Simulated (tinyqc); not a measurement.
Solid solubility of a dopant against its melt (retrograde solidus), clustering and the electrically active fraction. Changing the anneal temperature T_a. Computed by tinyqc, a small Python program. Command: `OMP_NUM_THREADS=1 python tinyqc.py 3002769 3002770 out.jsonl retro sweep`. One thread of a shared host (Intel(R) Xeon(R) Processor @ 2.30GHz), about 0.01 s of CPU time with the checks.

Inputs (values chosen for the exercise):

| quantity | value | unit |
|---|---|---|
| total dopant density N_t | 2.5e+20 | 1/cm^3 |
| atoms per cluster m | 4 | - |
| cluster scale N* at 1273 K | 3.3e+20 | 1/cm^3 |
| activation energy E_b of the cluster scale | 0.27 | eV |
| prefactor of n_i | 3.82e+16 | 1/(cm^3 K^1.5) |
| energy E_i in n_i | 0.6 | eV |
| mobility mu | 50 | cm^2/(V s) |

Clustering: clusters that take up free electrons.

Constants: k_B = 8.617333262e-05 eV/K; e = 1.602176634e-19 C.

Method. A highly soluble donor (another dopant than that of the solidus) is limited by clustering. Donors N_a are active, and clusters hold m atoms each: N_t = N_a + m C, m C = N* (N_a/N*)^m (n/N*)^m, each atom taking one electron, n = N_a/2 + sqrt(N_a^2/4 + n_i^2), n_i = prefactor x T^1.5 exp(-E_i/(k_B T)), with N*(T) = N*(1273 K) exp[-(E_b/k_B)(1/T - 1/1273)]. Resistivity = 1/(e mu N_a).

One run for each value:

| anneal temperature T_a (K) | active density N_a (1/cm^3) | active fraction | resistivity (milliohm cm) |
|---|---|---|---|
| 850 | 1.022e+20 | 0.4088 | 1.221 |
| 950 | 1.385e+20 | 0.5542 | 0.901 |
| 1050 | 1.739e+20 | 0.6955 | 0.718 |
| 1250 | 2.271e+20 | 0.9085 | 0.550 |
| 1350 | 2.402e+20 | 0.9608 | 0.520 |
| 1450 | 2.461e+20 | 0.9843 | 0.507 |
| 1550 | 2.484e+20 | 0.9935 | 0.503 |

Give the missing row, anneal temperature T_a (K) = 1150.

Computed row:
```
anneal temperature T_a (K)  active density N_a (1/cm^3)  active fraction  resistivity (milliohm cm)
1150                                          2.045e+20           0.8182                      0.610
```

Interpolating between the two neighbouring rows (linearly) misses most in resistivity (milliohm cm), by 3.9 %. Over the rows, active density N_a (1/cm^3) rises from 1.02e20 to 2.48e20 (exponent d ln y / d ln x 2.7 between the first rows and 0.14 between the last); active fraction rises from 0.409 to 0.993 (exponent d ln y / d ln x 2.7 between the first rows and 0.14 between the last); resistivity (milliohm cm) falls from 1.22 to 0.503 (exponent d ln y / d ln x -2.7 between the first rows and -0.14 between the last).

Caution (all rows): this clustering law is a generic form; degeneracy and a doping-dependent mobility are left out.
